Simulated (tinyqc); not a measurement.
Inside a calculation. Model: Schottky emission and Poole-Frenkel conduction in an insulator, and how to tell them apart.

Computed by the program tinyqc: `OMP_NUM_THREADS=1 python tinyqc.py 2370099 2370100 out.jsonl`, one thread of a shared Intel Xeon 2.30GHz, about 0.01 s for the whole run. Printed values are rounded.

Schottky emission (electrode-limited): J = As T^2 exp[-(pb - b sqrt(F))/Vt], b = sqrt(q/(4 pi eps0 ei)). Poole-Frenkel emission (bulk-limited): J = s0 F exp[-(pt - 2 b sqrt(F))/Vt]. F in V/cm.

Parameters, values chosen for the exercise; dielectric values close to those of hafnium oxide: temperature T = 300 K; high-frequency relative permittivity ei = 4.18; static relative permittivity es = 21.8; trap depth pt = 0.72 eV; Poole-Frenkel prefactor s0 = 0.12 S/cm; electrode barrier pb = 0.82 eV; Richardson constant As = 46 A/(cm^2 K^2); field F = 2 MV/cm.

Constants: q = 1.602176634e-19 C, kB = 1.380649e-23 J/K, Vt = kB T/q, eps0 = 8.8541878128e-14 F/cm where lengths are in cm. Results are converted to the units shown.

Range of the model: At the field F a Fowler-Nordheim estimate for tunnelling through pb (mass 0.4 m0) gives 2.0 A/cm^2, more than Schottky emission.

## Both currents at one field

Lowerings b sqrt(F) and 2 b sqrt(F); the image-force maximum lies at sqrt(q/(16 pi eps0 ei F)) from the electrode.

Schottky lowering = 262.484 meV
position of the barrier top = 0.656210 nm
Poole-Frenkel lowering = 524.968 meV
J, Schottky = 0.00178297 A/cm^2
J, Poole-Frenkel = 127.004 A/cm^2

Injection and bulk transport act in series, so the smaller capacity limits the current: here the electrode, by a factor of 71200.

## Which mechanism made these data

```
point	F (MV/cm)	J (A/cm^2)
0	0.53	0.0006725
1	0.93	0.03514
2	1.32	0.7059
3	1.72	9.495
4	2.12	93.24
```

The data come from another sample of the same dielectric, in which one mechanism alone limits the current. Fit straight lines by least squares: ln J on sqrt(F) (Schottky plot, slope b/Vt) and ln(J/F) on sqrt(F) (Poole-Frenkel plot, slope 2 b/Vt), F in V/cm, and read a permittivity from each slope. The right mechanism gives a value near ei, and in any case between ei and es.

slope of the Schottky plot = 0.0162567 (cm/V)^0.5
permittivity read as Schottky = 0.815269
slope of the Poole-Frenkel plot = 0.0143588 (cm/V)^0.5
permittivity read as Poole-Frenkel = 4.18008

Both plots are nearly straight, so straightness decides nothing. Read as Poole-Frenkel the data give 4.18, which matches ei = 4.18; read as Schottky they give 0.815, below 1 and impossible. The data are Poole-Frenkel.
